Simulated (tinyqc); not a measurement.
Inside a calculation. Method: UHF in the sto-6g basis, for H3, spin multiplicity 2. One step of it, computed by the program tinyqc.

Problem. Iteration 2: diagonalisation and new density. Diagonalise F' = X^T F X, C = X C', fill 2 alpha and 1 beta electrons from the bottom; D(s) = C_occ C_occ^T. Each column has its largest component positive (the first on a tie).

F(alpha) (hartree), order 1H 1s, 2H 1s, 3H 1s:
$$\begin{pmatrix}
-0.583500 & -0.550228 & -0.651033 \\
-0.550228 & -0.288855 & -0.231308 \\
-0.651033 & -0.231308 & -0.650017
\end{pmatrix}$$

F(beta) (hartree), order 1H 1s, 2H 1s, 3H 1s:
$$\begin{pmatrix}
-0.292360 & -0.519456 & -0.272441 \\
-0.519456 & -0.295943 & -0.209763 \\
-0.272441 & -0.209763 & 0.049298
\end{pmatrix}$$

X, order 1H 1s, 2H 1s, 3H 1s:
$$\begin{pmatrix}
1.461811 & -0.469374 & -0.469374 \\
-0.469374 & 1.212456 & 0.087432 \\
-0.469374 & 0.087432 & 1.212456
\end{pmatrix}$$

Give: F' = X^T F X; orbital energies; coefficients C; F' = X^T F X; orbital energies; coefficients C; D(alpha) after iteration 2; D(beta) after iteration 2.

Solution.

F' = X^T F X (alpha) (hartree):
$$\begin{pmatrix}
0.0928 & -0.5905 & -0.5656 \\
-0.5905 & 0.0725 & 0.1630 \\
-0.5656 & 0.1630 & -0.3492
\end{pmatrix}$$

orbital energies (alpha) (hartree): MO1 -0.8000, MO2 -0.2821, MO3 0.8982

coefficients C (alpha), order 1H 1s, 2H 1s, 3H 1s:
$$\begin{pmatrix}
0.4719 & -0.3459 & 1.4951 \\
0.1295 & -0.7243 & -1.0755 \\
0.5717 & 0.7895 & -0.8648
\end{pmatrix}$$

F' = X^T F X (beta) (hartree):
$$\begin{pmatrix}
0.3152 & -0.6350 & -0.4111 \\
-0.6350 & 0.0700 & 0.0826 \\
-0.4111 & 0.0826 & 0.3141
\end{pmatrix}$$

orbital energies (beta) (hartree): MO1 -0.5084, MO2 0.1719, MO3 1.0358

coefficients C (beta), order 1H 1s, 2H 1s, 3H 1s:
$$\begin{pmatrix}
0.5262 & 0.1186 & 1.5121 \\
0.5530 & -0.6253 & -1.0006 \\
0.0673 & 0.8889 & -0.9504
\end{pmatrix}$$

D(alpha) after iteration 2, order 1H 1s, 2H 1s, 3H 1s:
$$\begin{pmatrix}
0.3423 & 0.3116 & -0.0033 \\
0.3116 & 0.5413 & -0.4978 \\
-0.0033 & -0.4978 & 0.9501
\end{pmatrix}$$

D(beta) after iteration 2, order 1H 1s, 2H 1s, 3H 1s:
$$\begin{pmatrix}
0.2769 & 0.2910 & 0.0354 \\
0.2910 & 0.3058 & 0.0372 \\
0.0354 & 0.0372 & 0.0045
\end{pmatrix}$$
